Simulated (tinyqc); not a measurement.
Raising U: Hubbard ring of 5 sites, mean field against exact. Computed by the program tinyqc. Collinear unrestricted mean field (the lowest of 40 random starts) against exact diagonalisation.

one-body matrix (hopping and site energies) (eV):
```
,1,2,3,4,5
1,-0.4400,-1.2300,0.0000,0.0000,-1.2300
2,-1.2300,0.6000,-1.2300,0.0000,0.0000
3,0.0000,-1.2300,0.1800,-1.2300,0.0000
4,0.0000,0.0000,-1.2300,0.5400,-1.2300
5,-1.2300,0.0000,0.0000,-1.2300,0.3300
```

electrons, up and down: 3  1

Exact and mean-field results (eV):
```
U,U/t,E exact,E mean field,mean |n_up - n_down|,"double occupancy, exact",first gap in the sector
0.6100,0.4959,-5.232975,-5.219541,0.4000,0.1143,1.5394
1.2300,1.0000,-4.894357,-4.838438,0.4000,0.1041,1.5163
2.4600,2.0000,-4.316512,-4.087327,0.4000,0.0840,1.4047
3.6900,3.0000,-3.856404,-3.341544,0.4000,0.0661,1.2541
4.9200,4.0000,-3.496739,-2.632555,0.5901,0.0514,1.1065
7.3800,6.0000,-2.997369,-2.093277,0.7377,0.0316,0.8715
9.8400,8.0000,-2.683390,-1.853497,0.7678,0.0205,0.7124
14.7600,12.0000,-2.327046,-1.623620,0.7864,0.0102,0.5266
24.6000,20.0000,-2.017563,-1.444006,0.7952,0.0039,0.3643
```

What does the comparison show, and why?

In absolute terms mean field is worst at U/t = 6.0, 0.904 eV too high: at small U it is nearly exact, and at large U it still misses the motion of the hole through a fluctuating spin background. Relative to the exact energy its error is 0.3 % at the smallest U, 31 % at most and 28 % at the largest. The double occupancy falls from 0.114 to 0.004.
